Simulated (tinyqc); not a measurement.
# Ballistic Schottky-barrier transistor with a two-dimensional channel, WKB contacts: what changes with what

Source Fermi level 0, drain Fermi level -Vd. Far from the contacts Ec = pn - psi, and the gate moves psi one to one; the band edges relax as exp(-x/lam) from pn at the source and pn - Vd at the drain; Ev = Ec - Eg. A carrier of energy w inside the channel band meets at a contact a barrier of height D (the contact edge beyond the channel edge): T = 1 for w >= D, else exp(-S), S = 4 lam sqrt(m/C) [sqrt(D - w) - sqrt(w) arctan sqrt((D - w)/w)], C = hbar^2/(2 m0). The two contacts combine as Ts Td/(Ts + Td - Ts Td).

Values chosen for this exercise; channel values close to those of a molybdenum disulphide layer:
- T = 350 K (temperature)
- Eg = 1.7 eV (band gap)
- pn = 0.5 eV (barrier for electrons at both contacts)
- mn = 0.47 m0 (electron mass)
- mp = 0.6 m0 (hole mass)
- g = 2 (valleys or subbands)
- lam = 3.6 nm (screening length at the contacts)
- Vd = 0.3 V (drain bias)
- ps = 0.33 V (band shift psi of the channel by the gate)

Constants: q = 1.602176634e-19 C, kB = 1.380649e-23 J/K, hbar = 1.054571817e-34 J s, h = 6.62607015e-34 J s, m0 = 9.1093837015e-31 kg, Vt = kB T/q, hbar^2/(2 m0) = 0.0380998212 eV nm^2. Results are converted to the units shown.

Each table varies one quantity; the others keep the values above.

## Effect of the screening length

I/W = g (2 q^2/h) int T(w) [N(Es + w) - N(Ed + w)] dw with w the energy of motion along the channel, N(y) = (1/2 pi) sqrt(pi m kB T/C) Fm(-y/kB T), Fm(x) = (1/sqrt(pi)) int_0^infinity u^(-1/2)/(1 + exp(u - x)) du. Electrons: Ds = psi, Dd = psi - Vd, Es = Ec, Ed = Ec + Vd. Holes: Ds = -psi, Dd = Vd - psi, Es = -Ev, Ed = -Ev - Vd. The size of each current is taken; both flow from drain to source and add. The integrals are converged.

Results:

| lam (nm) | current of the electrons (uA/um) | share over the barriers (%) | \|d psi/d log10\| of this current (mV/decade) |
|---|---|---|---|
| 0.5 | 0.2976 | 0.01706 | 84.38 |
| 1.6 | 0.01227 | 0.4139 | 126.6 |
| 2.6 | 0.002706 | 1.876 | 177.7 |
| 3.7 | 0.001056 | 4.809 | 242.0 |
| 4.8 | 5.953e-4 | 8.530 | 310.6 |
| 6.9 | 3.171e-4 | 16.01 | 444.7 |
| 8 | 2.578e-4 | 19.69 | 514.5 |

Estimate the missing row, lam = 5.9 nm.

Computed row:

| lam (nm) | current of the electrons (uA/um) | share over the barriers (%) | \|d psi/d log10\| of this current (mV/decade) |
|---|---|---|---|
| 5.9 | 4.067e-4 | 12.48 | 380.7 |

With this row back in the table: The current falls from 0.298 to 2.58e-4 uA/um, while the share over the barriers rises from 0.0171 to 19.7 %: the thermionic part does not depend on lam, and a thinner barrier adds tunnelling. The swing rises from 84.4 to 515 mV/decade.

## Barrier height from the temperature dependence

Same model as above.

The apparent barrier is -d ln(I_e/T^1.5)/d(q/kB T), taken between T - 10 K and T + 10 K for the electron current.

Barrier height from the temperature dependence:

| ps (V) | electrons (uA/um) | Ec (eV) | apparent barrier (eV) |
|---|---|---|---|
| -0.25 | 1.28e-8 | 0.750 | 0.750 |
| -0.18 | 1.30e-7 | 0.680 | 0.680 |
| -0.11 | 1.32e-6 | 0.610 | 0.610 |
| -0.04 | 1.35e-5 | 0.540 | 0.540 |
| 0 | 5.08e-5 | 0.500 | 0.500 |
| 0.1 | 1.42e-4 | 0.400 | 0.464 |
| 0.17 | 2.59e-4 | 0.330 | 0.438 |
| 0.24 | 4.83e-4 | 0.260 | 0.409 |
| 0.31 | 9.30e-4 | 0.190 | 0.376 |
| 0.38 | 0.00186 | 0.120 | 0.340 |
| 0.45 | 0.00386 | 0.050 | 0.300 |

Read the table: what changes, and by how much?

For psi < 0 the channel edge is the highest point, and the apparent barrier follows Ec one to one (0.750 eV against 0.750). At flat band it is 0.500 eV (psi = 0 V), near pn = 0.5 eV. Beyond, the top stays at pn but tunnelling lowers the apparent value to 0.300 eV in the last row, so only the point where the line bends gives the true barrier.

## Ambipolar transfer curve

Same model as above.

Swing = d(psi)/d(log10 I).

Ambipolar transfer curve:

| ps (V) | electrons (uA/um) | holes (uA/um) | I (uA/um) | swing (mV/decade) |
|---|---|---|---|---|
| -0.96 | 7.626e-19 | 4.364e-9 | 4.364e-9 | -161.1 |
| -0.81 | 1.102e-16 | 5.386e-10 | 5.386e-10 | -169.4 |
| -0.67 | 1.143e-14 | 8.437e-11 | 8.438e-11 | -178.9 |
| -0.52 | 1.652e-12 | 1.302e-11 | 1.467e-11 | -332.0 |
| -0.37 | 2.387e-10 | 2.301e-12 | 2.410e-10 | 70.34 |
| -0.23 | 2.476e-8 | 5.218e-13 | 2.476e-8 | 69.45 |
| -0.08 | 3.579e-6 | 1.241e-13 | 3.579e-6 | 69.45 |
| 0.06 | 9.952e-5 | 3.733e-14 | 9.952e-5 | 254.1 |
| 0.21 | 3.690e-4 | 1.138e-14 | 3.690e-4 | 258.3 |
| 0.36 | 0.001518 | 6.534e-16 | 0.001518 | 230.3 |
| 0.5 | 0.006656 | 6.299e-18 | 0.006656 | 207.2 |
| 0.65 | 0.03789 | 4.359e-20 | 0.03789 | 193.2 |

Read the table: what changes, and by how much?

I goes from 4.36e-9 through a minimum of 1.47e-11 (at ps = -0.52 V among the rows listed) to 0.0379 uA/um; the exact minimum lies at psi = -0.497 V. Holes carry the left branch and electrons the right. The ratio of the last row to the smallest is 2.58e9 and of the first row 297, with barriers of 0.5 eV for electrons and 1.20 eV for holes. The steepest swing among the rows is 69.4 mV/decade, against the thermionic limit 69.4.

Range of the model: No scattering, image-force lowering, channel charge or band-to-band tunnelling; parabolic kappa overstates S deep in the gap.

Computed by the program tinyqc: `OMP_NUM_THREADS=1 python tinyqc.py 2390065 2390066 out.jsonl`, one thread of a shared Intel Xeon 2.30GHz, about 0.3 s for the whole run.
